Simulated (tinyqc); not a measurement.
Liquidus of a compound AB in a simple-solution melt, liquid-phase epitaxy and vapour pressures: one step, computed by the program tinyqc.

x is the atom fraction of B in the melt. The melt is a simple solution: R T ln gamma_B = W (1 - x)^2, R T ln gamma_A = W x^2, W = a + b T. The solid AB is stoichiometric.

Problem. Layer thickness. Semi-infinite melt (Hsieh): step d = 2 dT sqrt(D t/pi)/(C_S m); ramp d = (4/3) c sqrt(D/pi) t^(3/2)/(C_S m); supercooling is their sum. A melt of depth w can give at most w (undercooling)/(C_S m).

Inputs (values chosen for the exercise, for a model compound):

| quantity | value | unit |
|---|---|---|
| saturation temperature T | 729 | K |
| step dT | 7.2 | K |
| cooling rate c | 0.49 | K/min |
| growth time t | 0.35 | min |
| diffusivity in the melt D | 4.1e-05 | cm^2/s |
| melt depth w | 3.7 | mm |

Growth programme: step cooling.

C_S = 1.765733e+22 1/cm^3

slope m = 6.546011e-20 K cm^3

Give: thickness d; largest thickness from this melt; sqrt(D t)/w.

Solution.

thickness d = 2.062 micrometre

largest thickness from this melt = 23.05 micrometre

sqrt(D t)/w = 0.07930

The layer uses 9 % of what the melt could give.
